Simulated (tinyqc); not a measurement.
Full spectrum, Debye and Einstein heat capacities: Born-von Karman spring model of a cubic crystal with one atom per cell. Computed by tinyqc, a small Python program. Command: `OMP_NUM_THREADS=1 python tinyqc.py 3020617 3020618 out.jsonl springs walk`. One thread of a shared host (Intel(R) Xeon(R) Processor @ 2.30GHz), about 0.2 s of CPU time with the checks.

First neighbours lie at a/2 (1,1,1) (8 of them), second at a (1,0,0) (6), with all permutations and signs; the volume per atom is Omega = a^3/2.

Inputs (values chosen for the exercise, for a model crystal): lattice constant a = 3.99 angstrom; atomic mass M = 44.7 u; radial spring k1L = 3.88 eV/angstrom^2; transverse spring k1T = 0.018 eV/angstrom^2; radial spring k2L = 2 eV/angstrom^2; transverse spring k2T = 0.072 eV/angstrom^2.

Lattice: bcc.

Constants: 1 eV/angstrom^3 = 160.2176634 GPa; u = 1.6605390666e-27 kg; hbar = 1.054571817e-34 J s; k_B = 1.380649e-23 J/K; nu for 1 eV/(angstrom^2 u) = 15.6333042 THz; h x 1 THz = 4.135667696 meV; k_B = 8.617333262e-05 eV/K.

Method:
- [ij,kl] = (1/(2 Omega)) sum_R K_ij R_k R_l; C11 = [xx,xx], C44 = [xx,yy], C12 = 2 [xy,xy] - C44; B = (C11 + 2 C12)/3; Zener ratio A = 2 C44/(C11 - C12). K(R) = kL n n^T + kT (1 - n n^T).
- rho = M/Omega and v = sqrt(C/rho), with C = C11, C44, C44 along [100]; (C11 + C12 + 2 C44)/2, C44, (C11 - C12)/2 along [110]; (C11 + 2 C12 + 4 C44)/3 and twice (C11 - C12 + C44)/3 along [111].
- Christoffel matrix G_xx = C11 n_x^2 + C44 (1 - n_x^2), G_xy = (C12 + C44) n_x n_y, with eigenvalues rho v^2; v_m^-3 is the mean of v^-3 over three branches and all directions (12 Gauss-Legendre points in cos(theta) times 24 angles phi = (j + 1/2) pi/12); q_D = (6 pi^2/Omega)^(1/3); Theta = hbar v_m q_D/k_B.
- A neighbour at R with unit vector n couples by the matrix K(R) = kL n n^T + kT (1 - n n^T), and D(q) = (1/M) sum_R K(R) [1 - cos(q.R)].
- An eigenvalue lambda of D in eV/(angstrom^2 u) gives nu = 15.6333042 THz x sqrt(lambda).
- Mesh: q = sum_i (m_i + 1/2)/n b_i, m_i = 0..n-1, with b = [[0, 1, 1], [1, 0, 1], [1, 1, 0]] in 2 pi/a; sums are averages over the n^3 points (here n = 14), per atom.
- With x = h nu/(k_B T) and n = 1/(exp(x) - 1) for each mode: F = k_B T [x/2 + ln(1 - exp(-x))], U = k_B T x (n + 1/2), S/k_B = x n - ln(1 - exp(-x)), C/k_B = x^2 n (n + 1).
- Debye: C = 9 k_B (T/Theta)^3 int_0^(Theta/T) x^4 e^x/(e^x - 1)^2 dx with the elastic Theta. Einstein: three modes at the root-mean-square frequency. The last column is the Theta that makes the Debye formula give the full C at that T.

elastic Debye temperature = 678.199 K

root-mean-square frequency = 8.9745 THz

Heat capacity (k_B/atom):
```
T (K)  full spectrum   Debye  Einstein  Theta from C (K)
81            0.5946  0.3688    0.4202            557.68
120           1.2494  0.8940    1.1289            554.02
170           1.8590  1.5139    1.8035            554.23
240           2.3293  2.0754    2.3096            554.90
340           2.6350  2.4786    2.6291            555.41
510           2.8292  2.7506    2.8279            555.74
680           2.9021  2.8559    2.9017            555.87
1000          2.9541  2.9321    2.9541            555.96
```

What follows from these numbers?

The apparent Theta runs from 554 to 558 K against the elastic 678 K; at high T it tends to sqrt(5/3) h nu_rms/k_B = 556 K. At the lowest T the Debye value is 0.62 and the Einstein value 0.71 times the full one; dispersion bends the branches below the sound lines, so the real spectrum has more low modes than Debye assumes. At the highest T Debye misses by 0.75 % and Einstein by 0.0032 %.

Extremes, crossings and ranges named in words are read from the listed rows.
